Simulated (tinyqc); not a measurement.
Doping level: carrier statistics of a doped semiconductor with parabolic bands.

Eg(T) = Eg0 - al T^2/(T + be); m_de = Mv^(2/3) (ml mt^2)^(1/3); m_dh = (mhh^(3/2) + mlh^(3/2))^(2/3); Nc and Nv from N = 2 (m kB T/(4 pi c))^(3/2) with c = hbar^2/2m0, in 1/angstrom^3; times 1e24 for 1/cm^3.

Energies are counted from Ev, so Ec = Eg. n = Nc F_1/2((EF - Eg)/kT), p = Nv F_1/2(-EF/kT), ND+ = ND/(1 + 2 exp((EF - Eg + ED)/kT)), NA- = NA/(1 + 4 exp((EA - EF)/kT)); neutrality asks p + ND+ = n + NA-. F_j(eta) = (1/Gamma(j + 1)) integral_0^infinity x^j dx/(1 + exp(x - eta)), which tends to exp(eta) for eta << 0.

Constants: hbar^2/2m0 = 3.80998211 eV angstrom^2; kB = 8.617333262e-05 eV/K.

Values chosen for the exercise (near those of AlAs; shifted at random, so the results belong to these values and not to a real crystal): Eg0 = 2.24 eV (gap at 0 K); al = 0.000695 eV/K (Varshni alpha); be = 531 K (Varshni beta); ml = 0.975 m0 (longitudinal electron mass); mt = 0.219 m0 (transverse electron mass); Mv = 3 (equivalent valleys); mhh = 0.756 m0 (heavy-hole mass); mlh = 0.151 m0 (light-hole mass); ED = 0.0698 eV (donor level below Ec); EA = 0.0597 eV (acceptor level above Ev); T = 250 K.

Only donors are present (NA = 0); eta is the distance of EF beyond the conduction edge in units of kT.

Neutral state:

| ND (1/cm^3) | EF (eV) | majority (1/cm^3) | ionised share | eta |
|---|---|---|---|---|
| 1.0e+14 | 1.9317 | 1.00e+14 | 1.000 | -11.73 |
| 1.0e+15 | 1.9813 | 9.96e+14 | 0.996 | -9.43 |
| 1.0e+16 | 2.0301 | 9.62e+15 | 0.962 | -7.16 |
| 1.0e+17 | 2.0747 | 7.61e+16 | 0.761 | -5.09 |
| 1.0e+18 | 2.1098 | 3.84e+17 | 0.384 | -3.46 |
| 3.0e+18 | 2.1239 | 7.34e+17 | 0.245 | -2.81 |
| 1.0e+19 | 2.1385 | 1.41e+18 | 0.141 | -2.13 |
| 3.0e+19 | 2.1514 | 2.49e+18 | 0.083 | -1.53 |

What does the comparison show?

The impurity level lies at 2.1146 eV. The ionised share falls from 1.000 to 0.083 as EF passes through it between 1e+18 and 3e+18 1/cm^3 (share 1/3 there); it is below one half from 1e+18 1/cm^3 on. Over the last two rows the doping grows threefold and the majority density by a factor 1.76. EF comes within 3 kT of the majority band edge from 3e+18 1/cm^3 on. Above roughly 9e+18 1/cm^3 (N^(1/3) a = 0.26, with the radius a = sqrt(c/(m E)) from the ionisation energy E and the mass (ml mt^2)^(1/3)) the levels merge with the band and real ionisation is complete; sharp levels then overstate freeze-out.

Program tinyqc; command `OMP_NUM_THREADS=1 python tinyqc.py 1682665 1682666 out.jsonl`; about 0.01 s on one thread of a shared Intel(R) Xeon(R) Processor @ 2.30GHz.
